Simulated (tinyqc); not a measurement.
Inside a calculation: type-II superlattice in the two-band Kane model. Values are carried at full precision from step to step, so a last printed digit may differ when a step is redone from the rounded ones.

Motion along the axis, period d = a + b, c = hbar^2/2m0. Conduction and light-hole bands couple: (E - Ec)(E - Ev) = Ep c k^2 in each layer, with mass m(E) = (E - Ev)/Ep, which may be negative. The conduction envelope psi and psi'/m(E) are continuous; a layer carries them by [[cos kt, (m/k) sin kt], [-(k/m) sin kt, cos kt]] (cosh and sinh for k^2 < 0), and cos(q d) = tr(M_B M_A)/2. C1 is the first miniband above EvB, with its bottom at tr/2 = +1 and its top at -1; the gap is the bottom of C1 less the top heavy-hole level HH1.

Constants: hbar^2/2m0 = 3.80998211 eV angstrom^2; hc = 1239.841984 eV nm.

Parameters, chosen for this exercise (near those of an InAs/GaSb superlattice; not measured data):
```
symbol  value   unit      meaning
a       48      angstrom  layer A
b       33      angstrom  layer B
EcA     0       eV        conduction edge of A
EvA     -0.409  eV        valence edge of A
EcB     0.956   eV        conduction edge of B
EvB     0.148   eV        valence edge of B
EpA     14.3    eV        coupling energy in A
EpB     18.2    eV        coupling energy in B
E       0.345   eV        trial energy
mhA     0.34    m0        heavy hole in A
mhB     0.26    m0        heavy hole in B
```

## Wave numbers and masses at one energy

Give k^2 and m(E) in both layers.

Layers:
```
layer  k^2 (1/angstrom^2)  m(E) (m0)
A               0.0047745    0.05273
B              -0.0017359    0.01082
```

In B the decay constant is 0.0417 1/angstrom; across the gap of B it peaks at mid-gap, at 0.0485, and vanishes at both edges.

## Transfer matrices

Form M_A, M_B and half the trace of their product.

M_A (angstrom units):
```
[[-0.98471, -0.13294],
 [0.22831, -0.98471]]
```

M_B (angstrom units):
```
[[2.1038, 0.48086],
 [7.1244, 2.1038]]
```

tr/2 = -2.4903

E lies in a gap of the coupled bands.

## Edges and effective gap

Heavy holes are uncoupled: with e = EvB - E, p = sqrt(mhB e/c), w = sqrt(mhA (EvB - EvA - e)/c), the top level HH1 at q = 0 solves (p/mhB) tan(p b/2) = (w/mhA) tanh(w a/2).

C1 is the first miniband above EvB: bottom at tr/2 = +1, top at -1. The gap is its bottom less HH1; cut-off wavelength hc/gap.

bottom of C1 = 0.2189 eV
top of C1 = 0.2823 eV
HH1 = 0.0761 eV
gap = 0.1428 eV
cut-off = 8.68 micrometre

The bulk edges overlap by 148 meV; confinement lifts the electrons by 219 meV and lowers the holes by 72 meV, which opens the gap. It is 0.35 of the smaller bulk gap.

## Electron mass along the axis

m_z = -2 c f'/d^2 with f = tr/2 differentiated at the bottom of C1 (central difference of 1e-6 eV); compare the bulk edge mass (EcA - EvA)/EpA.

f' = -32.25 1/eV
m_z = 0.0375 m0
bulk edge mass of A = 0.0286 m0

## Checks

- Bottom of C1 from the two-band matrix on a staggered grid of 0.5 angstrom against the transfer matrix, eV: both 0.219.

Program tinyqc; command `OMP_NUM_THREADS=1 python tinyqc.py 1250703 1250704 out.jsonl`; about 0.05 s on one thread of a shared Intel(R) Xeon(R) Processor @ 2.30GHz.
